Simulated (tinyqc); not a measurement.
# Minority carriers and saturation current of a heavily doped emitter: effect of temperature on the narrowing factor

n-type, parabolic bands, full ionisation. eta = (EF - Ec)/kB T solves N = Nc F12(eta), F12(x) = (2/sqrt(pi)) int_0^infinity sqrt(u)/(1 + exp(u - x)) du. The gap shrinks rigidly by dEg = a3 y^(1/3) + a4 y^(1/4) + a2 y^(1/2), y = N/1e18 cm^-3, an empirical law that is here taken as the true narrowing.

Nc is given at 400 K and scales as T^1.5; dEg is held. The factor nie^2/ni^2 = exp(dEg/kB T) g, g = F12(eta) exp(-eta), divides the current gain of a transistor with this emitter.

Parameters, values chosen for the exercise; band and dielectric values close to those of silicon:
```
symbol    value   unit                                     meaning
Nc      4.31e19  cm^-3  conduction-band density of states at 400 K
N        1.5e19  cm^-3                       ionised donor density
a3          8.6    meV               coefficient of (N/1e18)^(1/3)
a4          8.9    meV               coefficient of (N/1e18)^(1/4)
a2          3.6    meV               coefficient of (N/1e18)^(1/2)
```

Constants: q = 1.602176634e-19 C, kB = 1.380649e-23 J/K, Vt = kB T/q. Results are converted to the units shown.

Effect of temperature on the narrowing factor:
```
T (K)	eta	g	nie^2/ni^2	its logarithm
150	0.94072	0.59159	34.798	3.5496
200	0.32762	0.70938	15.067	2.7125
250	-0.10384	0.78143	9.0078	2.1981
300	-0.43591	0.82858	6.3548	1.8492
350	-0.70573	0.86118	4.9371	1.5968
400	-0.93302	0.88475	4.0775	1.4055
450	-1.1294	0.90240	3.5095	1.2555
```

The factor falls from 34.8 to 3.51. Its slope against q/kB T is 43.3 meV between the first two rows and 46.5 meV between the last two, against dEg = 52.7 meV: degeneracy takes back part of the narrowing. The factor grows on cooling, so the current gain of such a transistor falls.

Range of the model: Band tails, non-parabolic bands and incomplete ionisation are left out.

Computed by the program tinyqc: `OMP_NUM_THREADS=1 python tinyqc.py 2330170 2330171 out.jsonl`, one thread of a shared Intel Xeon 2.30GHz, about 0.01 s for the whole run.
